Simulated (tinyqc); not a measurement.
Plane-wave Kohn-Sham cycle with exchange-only LDA in a layered model solid, step by step. Computed by tinyqc, a small Python program that keeps every step. Settings: points = 16, plane-wave index or count = 2, electrons = 4, k points = 4, area = 24.0, mixing = 0.3, iteration cap = 72. Command: `OMP_NUM_THREADS=1 python tinyqc.py 27833 27834 out.jsonl` (the two numbers bound the seeds that draw the settings). One thread of a shared host (Intel(R) Xeon(R) Processor @ 2.60GHz), about 0.03 s of CPU time with the checks. Later iterations appear only in the table of the cycle.

## Iteration 1: potential

A solid whose potential varies along x alone (atomic units):
```
parameter                      value
period a                   15.100000
cross-section of the cell  24.000000
electrons per cell                 4
grid points                       16
plane waves -n..n, n               2
k points                           4
V1 in V1 cos(2 pi x/a)     -0.170000
```

density at the start, on the grid x_j = j a/N (e/bohr^3): 0.0110375  0.0110375  0.0110375  0.0110375  0.0110375  0.0110375  0.0110375  0.0110375  0.0110375  0.0110375  0.0110375  0.0110375  0.0110375  0.0110375  0.0110375  0.0110375

V_H(G) = 4 pi rho(G)/G^2 for G != 0 (uniform background); v_x = -(3 rho/pi)^(1/3); V = V_ext + V_H + v_x; Fourier components f(G_m) = (1/N) sum_j f(x_j) exp(-i G_m x_j).

Potentials on the grid (hartree):
```
x            V_ext      V_H       v_x         V
0.00000   -0.17000  0.00000  -0.21925  -0.38925
0.94375   -0.15706  0.00000  -0.21925  -0.37631
1.88750   -0.12021  0.00000  -0.21925  -0.33946
2.83125   -0.06506  0.00000  -0.21925  -0.28431
3.77500          0  0.00000  -0.21925  -0.21925
4.71875    0.06506  0.00000  -0.21925  -0.15420
5.66250    0.12021  0.00000  -0.21925  -0.09905
6.60625    0.15706  0.00000  -0.21925  -0.06219
7.55000    0.17000  0.00000  -0.21925  -0.04925
8.49375    0.15706  0.00000  -0.21925  -0.06219
9.43750    0.12021  0.00000  -0.21925  -0.09905
10.38125   0.06506  0.00000  -0.21925  -0.15420
11.32500         0  0.00000  -0.21925  -0.21925
12.26875  -0.06506  0.00000  -0.21925  -0.28431
13.21250  -0.12021  0.00000  -0.21925  -0.33946
14.15625  -0.15706  0.00000  -0.21925  -0.37631
```

V(G_m), m = 0, 1, 2, ... (hartree): -0.21925  -0.08500  0.00000  0.00000  0.00000

## Iteration 1: Hamiltonian at one k

k = 0.12500 2 pi / a

H(m,m') = (k + G_m)^2/2 delta + V(G_m - G_m'), with V(-G) = V(G).

H (hartree), lower triangle:
```
          -2        -1        +0        +1       +2
-2   0.08510
-1  -0.08500  -0.15297
+0   0.00000  -0.08500  -0.21790
+1   0.00000   0.00000  -0.08500  -0.10969
+2   0.00000   0.00000   0.00000  -0.08500  0.17167
```

## Iteration 1: levels at that k

Diagonalise the Hermitian matrix.

eigenvalues (hartree): -0.30936  -0.15959  -0.06626  0.11465  0.19677

## Iteration 1: new density

Motion across x is left out: the lowest 2 band(s) hold two electrons at each of the k points (j + 1/2)/nk - 1/2. Residual R = rho(out) - rho(in); rho(new) = rho(in) + 0.3 R. rho(out) = 2/(a A nk) sum |psi|^2 with psi = sum c exp(i G x). Harris energy E = band energy - dV sum rho (V_H/2 + v_x) + (3/4) dV sum rho v_x with rho(in), dV = a A/N, band energy = (2/nk) sum of the filled levels.

rho(out) (e/bohr^3): 0.0179004  0.0189284  0.0199274  0.0176443  0.0121249  0.0063866  0.0027388  0.0011908  0.0008176  0.0011908  0.0027388  0.0063866  0.0121249  0.0176443  0.0199274  0.0189284

density after iteration 1 (e/bohr^3): 0.0130964  0.0134048  0.0137045  0.0130196  0.0113638  0.0096423  0.0085479  0.0080835  0.0079715  0.0080835  0.0085479  0.0096423  0.0113638  0.0130196  0.0137045  0.0134048

energy per cell = -0.7242927 hartree

## Iteration 2: potential

As before.

Potentials on the grid (hartree):
```
x            V_ext       V_H       v_x         V
0.00000   -0.17000   0.21301  -0.23212  -0.18911
0.94375   -0.15706   0.20116  -0.23393  -0.18982
1.88750   -0.12021   0.16281  -0.23566  -0.19306
2.83125   -0.06506   0.09558  -0.23166  -0.20114
3.77500          0   0.00713  -0.22139  -0.21427
4.71875    0.06506  -0.08494  -0.20960  -0.22948
5.66250    0.12021  -0.16200  -0.20135  -0.24314
6.60625    0.15706  -0.21181  -0.19763  -0.25238
7.55000    0.17000  -0.22887  -0.19672  -0.25558
8.49375    0.15706  -0.21181  -0.19763  -0.25238
9.43750    0.12021  -0.16200  -0.20135  -0.24314
10.38125   0.06506  -0.08494  -0.20960  -0.22948
11.32500         0   0.00713  -0.22139  -0.21427
12.26875  -0.06506   0.09558  -0.23166  -0.20114
13.21250  -0.12021   0.16281  -0.23566  -0.19306
14.15625  -0.15706   0.20116  -0.23393  -0.18982
```

V(G_m), m = 0, 1, 2, ... (hartree): -0.21820  0.01716  -0.00203  -0.00055  -0.00005

## Iteration 2: Hamiltonian at one k

k = 0.12500 2 pi / a

As before.

H (hartree), lower triangle:
```
          -2        -1        +0        +1       +2
-2   0.08615
-1   0.01716  -0.15192
+0  -0.00203   0.01716  -0.21685
+1  -0.00055  -0.00203   0.01716  -0.10864
+2  -0.00005  -0.00055  -0.00203   0.01716  0.17272
```

## Iteration 2: levels at that k

As before.

eigenvalues (hartree): -0.22383  -0.14890  -0.10696  0.08739  0.17377

## Iteration 2: new density

As before.

rho(out) (e/bohr^3): 0.0087375  0.0088889  0.0093419  0.0100722  0.0109922  0.0119412  0.0127367  0.0132478  0.0134212  0.0132478  0.0127367  0.0119412  0.0109922  0.0100722  0.0093419  0.0088889

density after iteration 2 (e/bohr^3): 0.0117887  0.0120500  0.0123957  0.0121353  0.0112523  0.0103319  0.0098045  0.0096328  0.0096064  0.0096328  0.0098045  0.0103319  0.0112523  0.0121353  0.0123957  0.0120500

energy per cell = -0.6091688 hartree

## Convergence

Stop when sqrt(dV sum R^2) is below 1e-8, dV = a A/N.

Course of the cycle:
```
iteration  E (hartree)  norm of the residual
1           -0.7242927              1.43e-01
2           -0.6091688              7.44e-02
3           -0.5921311              5.40e-02
4           -0.5864593              4.23e-02
5           -0.5810874              2.90e-02
6           -0.5795487              2.33e-02
7           -0.5781879              1.68e-02
8           -0.5776670              1.34e-02
9           -0.5772623              9.89e-03
10          -0.5770754              7.80e-03
11          -0.5769440              5.87e-03
...                ...                   ...
52          -0.5767713              1.33e-07
53          -0.5767713              1.02e-07
54          -0.5767713              7.88e-08
55          -0.5767713              6.07e-08
56          -0.5767713              4.68e-08
57          -0.5767713              3.60e-08
58          -0.5767713              2.77e-08
59          -0.5767713              2.14e-08
60          -0.5767713              1.65e-08
61          -0.5767713              1.27e-08
62          -0.5767713              9.77e-09
```

Converged in 62 iterations. Before convergence this energy mixes input and output and is not variational, so it may rise towards its limit.
